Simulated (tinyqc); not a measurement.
MOS inversion layer, Poisson-Schroedinger loop: two steps of the calculation.

Electrons confined at an insulator interface at z = 0, treated as a hard wall; parabolic valleys, Hartree approximation, no image or exchange terms. The depletion charge lies far deeper than the electrons and gives a uniform field q Nd/(eps0 eps_r); the gate balances all charge. Energies are counted from the band edge at the interface.

Values chosen for this exercise; masses and permittivity close to those of silicon (111):
- T = 300 K (temperature)
- eps_r = 11.8 (relative permittivity)
- mz1 = 0.262 m0 (mass along z of valley set A (6 valley(s)))
- md1 = 0.355 m0 (in-plane density-of-states mass of set A)
- Ns = 4.3e12 cm^-2 (sheet density of electrons)
- Nd = 1.7e12 cm^-2 (sheet density of depletion charge)
- hz = 0.63 nm (mesh step)

Constants: q = 1.602176634e-19 C, kB = 1.380649e-23 J/K, hbar = 1.054571817e-34 J s, m0 = 9.1093837015e-31 kg, Vt = kB T/q, eps0 = 8.8541878128e-14 F/cm where lengths are in cm, hbar^2/(2 m0) = 0.0380998212 eV nm^2. Results are converted to the units shown.

Question 1. Converged levels, occupations and centroid. Tridiagonal Hamiltonian with psi = 0 one step beyond both ends: H_ii = C (1/m_(i-1/2) + 1/m_(i+1/2))/hz^2 + V0_i + U_i, H_(i,i+1) = -C/(m_(i+1/2) hz^2), C = hbar^2/(2 m0). The lowest 2 level(s) are kept, normalised to hz sum |psi|^2 = 1. The mass is the same on all intervals.

Level k holds N_k = D_k Vt ln(1 + exp((EF - E_k)/Vt)) with D = 6 md1 m0 q/(pi hbar^2) per eV (spin included); EF is fixed by sum N_k = Ns.

Solve for the levels with V0 + U, find EF, n_i = sum_k N_k |psi_k|^2 (in cm^-3); share of each level N_k/Ns; centroid sum n z/sum n.

```
node	z (nm)	fixed potential V0 (eV)	converged U (eV)
1	0.63	0.01642363	0.04154205
2	1.26	0.03284726	0.07930203
3	1.89	0.04927089	0.10794866
4	2.52	0.06569452	0.12639946
5	3.15	0.08211815	0.13691027
6	3.78	0.09854177	0.14242082
7	4.41	0.11496540	0.14517168
8	5.04	0.13138903	0.14651166
9	5.67	0.14781266	0.14715499
10	6.3	0.16423629	0.14745794
11	6.93	0.18065992	0.14759596
12	7.56	0.19708355	0.14765589
13	8.19	0.21350718	0.14768036
14	8.82	0.22993081	0.14768966
15	9.45	0.24635444	0.14769289
16	10.08	0.26277806	0.14769389
17	10.71	0.27920169	0.14769414
18	11.34	0.29562532	0.14769418
```

Give: levels; EF; shares; n; centroid.

Answer 1.

levels (eV): A1 0.22071, A2 0.31950
EF = 0.17914 eV
shares (%): A1 97.659, A2 2.341
n, node 1 to 18 (in units of 1e19 cm^-3): 0.6214  1.4973  1.6752  1.3045  0.8215  0.4534  0.2318  0.1145  0.0559  0.0271  0.0128  0.0058  0.0025  0.0010  0.0004  0.0001  0.0000  0.0000
centroid = 2.2398 nm

Question 2. Closed-form estimates. Triangular well: E_k = a_k (C F^2/mz)^(1/3), a_1 = 2.338107, a_2 = 4.087949, C = hbar^2/(2 m0), F in eV/nm. Fang-Howard (all electrons in the lowest level of set A): b^3 = 6 (mz1/C) q (Nd + 11 Ns/32)/(eps0 eps_r), centroid 3/b, level C b^2/(4 mz1) + (3/b) q (Nd + 11 Ns/16)/(eps0 eps_r). Use F = q (Nd + Ns)/(eps0 eps_r), the surface field, and F = q (Nd + Ns/2)/(eps0 eps_r).

Give: A1 with the surface field; A1 with Nd + Ns/2; A2 with Nd + Ns/2; b; Fang-Howard centroid; Fang-Howard level.

Answer 2.

A1 with the surface field = 0.25059 eV
A1 with Nd + Ns/2 = 0.18642 eV
A2 with Nd + Ns/2 = 0.32594 eV
b = 1.2622 1/nm
Fang-Howard centroid = 2.3768 nm
Fang-Howard level = 0.22763 eV

Computed by the program tinyqc: `OMP_NUM_THREADS=1 python tinyqc.py 2160094 2160095 out.jsonl`, one thread of a shared Intel Xeon 2.30GHz, about 0.5 s for the whole run.
